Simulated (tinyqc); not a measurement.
# Gate sheet resistance from two finger widths

Inverse problem. At low frequency R = Rsh Wf/(3 L) + B/Wf, where B collects the channel and vertical terms. Find Rsh, B and the width of lowest R.

Parameters, values chosen for the exercise:

| symbol | value | unit | meaning |
|---|---|---|---|
| L | 0.46 | um | channel length |

input resistance of single fingers, contacted at one end, of width 0.8 and 7.1 um (ohm): [290.63043, 60.176975]

Solution. R Wf is a straight line in Wf^2; the minimum of R lies where both terms are equal.

Rsh = 5.400 ohm/square
B = 230.0 ohm um
width of lowest R = 7.667 um

tinyqc, about 0.01 s, one thread, Intel Xeon 2.30GHz (shared host): `OMP_NUM_THREADS=1 python tinyqc.py 2262210 2262211 out.jsonl`
